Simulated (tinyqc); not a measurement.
## Circuit elements from the admittance matrix

Problem. Y belongs to a common-source circuit with y11 = i w (Cgs + Cgd), y12 = -i w Cgd, y21 = gm - i w Cgd, y22 = gds + i w (Cgd + Cd) and a resistance Rg in series with the gate; w = 2 pi f. Find Rg, Cgs + Cgd, Cgd, gm, gds and Cd.

Values chosen for this exercise:
- f = 1 GHz (signal frequency)

Y with Rg (mS):

|  | 1 | 2 |
|---|---|---|
| 1 | 0.0001301462+0.0254787866i | -0.0000625829-0.0122518917i |
| 2 | 0.3901421053-0.0142450663i | 0.0308619645+0.0395998866i |

Solution. 1/Y11 = Rg + 1/(i w (Cgs + Cgd)) gives Rg; removing it from Z11 returns the inner y, whose parts are read off.

Rg = 200.5 ohm
Cgs + Cgd = 4.055 fF
Cgd = 1.950 fF
gm = 0.3902 mS
gds = 0.03083 mS
Cd = 4.200 fF

Computed by the program tinyqc: `OMP_NUM_THREADS=1 python tinyqc.py 2150053 2150054 out.jsonl`, one thread of a shared Intel Xeon 2.30GHz, about 0.01 s for the whole run.
